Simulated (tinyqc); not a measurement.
Classical nucleation, growth and JMAK kinetics of crystallisation from a melt or glass: one step, computed by the program tinyqc. Command: `OMP_NUM_THREADS=1 python tinyqc.py 3004502 3004503 out.jsonl nucl walk`. One thread of a shared host (Intel(R) Xeon(R) Processor @ 2.30GHz), about 0.01 s of CPU time with the checks.

A spherical nucleus cap on a flat wall with a sharp interface of isotropic energy gamma; lambda = Omega^(1/3) is the jump distance.

Question. Steady nucleation rate. Driving force per volume: dG = H [(T_m - T)/T_m] [2 T/(T_m + T)]. Shape factor f = (2 + cos theta)(1 - cos theta)^2/4. W(r) = f [4 pi r^2 gamma - (4/3) pi r^3 dG]; r* = 2 gamma/dG; W* = f 16 pi gamma^3/(3 dG^2); n* = f (4/3) pi r*^3/Omega. D = D0 exp(-Q/(k_B T)); attachment rate k+ = (A*/lambda^2) D/lambda^2 with A* = 2 pi r*^2 (1 - cos theta); Zeldovich factor Z = sqrt(W*/(3 pi k_B T))/n*; sites per volume N = S_v/lambda^2; I = N Z k+ exp(-W*/(k_B T)); lag time = 1/(4 pi Z^2 k+).

Inputs (values chosen for the exercise, for a model substance):
```
quantity                        value        unit
melting point T_m                1610           K
heat of melting per volume H     1110      J/cm^3
interface energy gamma          0.105       J/m^2
atomic volume Omega              28.6  angstrom^3
temperature T                    1055           K
diffusion prefactor D0        6.3e-07       m^2/s
activation energy Q              1.38          eV
contact angle theta                35     degrees
wall area per volume S_v       580000         1/m
```

Nucleation: on a flat wall. Driving force: Thompson-Spaepen.

Constants: k_B = 8.617333262e-05 eV/K; k_B = 1.380649e-23 J/K.

Give: diffusivity D; attachment rate k+; Zeldovich factor Z; sites N; nucleation rate I; lag time.

Answer.

diffusivity D = 1.611e-13 m^2/s

attachment rate k+ = 1.006e+07 1/s

Zeldovich factor Z = 0.1675

sites N = 6.202e+24 1/m^3

nucleation rate I = 7.477e+30 1/(m^3 s)

lag time = 2.820e-07 s
